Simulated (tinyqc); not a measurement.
Gas flow in a process chamber: flow regimes, conductance, effective pumping speed, pump-down, outgassing and purge: one step, computed by the program tinyqc. Command: `OMP_NUM_THREADS=1 python tinyqc.py 3121589 3121590 out.jsonl pump walk`. One thread of a shared host (Intel(R) Xeon(R) Processor @ 2.30GHz), about 0.09 s of CPU time with the checks.

Ideal gas, isothermal flow, a pump of constant speed at the end of a round pipe; process gas, volume gas and outgassing are given the same properties. 1 sccm = 101325 Pa x 1e-6 m^3/60 s x T/273.15 K.

Task: Purging a well-mixed chamber. With steady flow a contaminant decays as exp(-t/residence time); gas used = flow x time.

Inputs (values chosen for the exercise, modelled on nitrogen near room temperature): temperature T = 293 K; process gas flow = 1300 sccm.

residence time = 0.7086394 s

Give: time to dilute 1e3 times; time to dilute 1e6 times; gas used for 1e6.

Result:

time to dilute 1e3 times = 4.8951 s

time to dilute 1e6 times = 9.7902 s

gas used for 1e6 = 212.12 standard cm^3
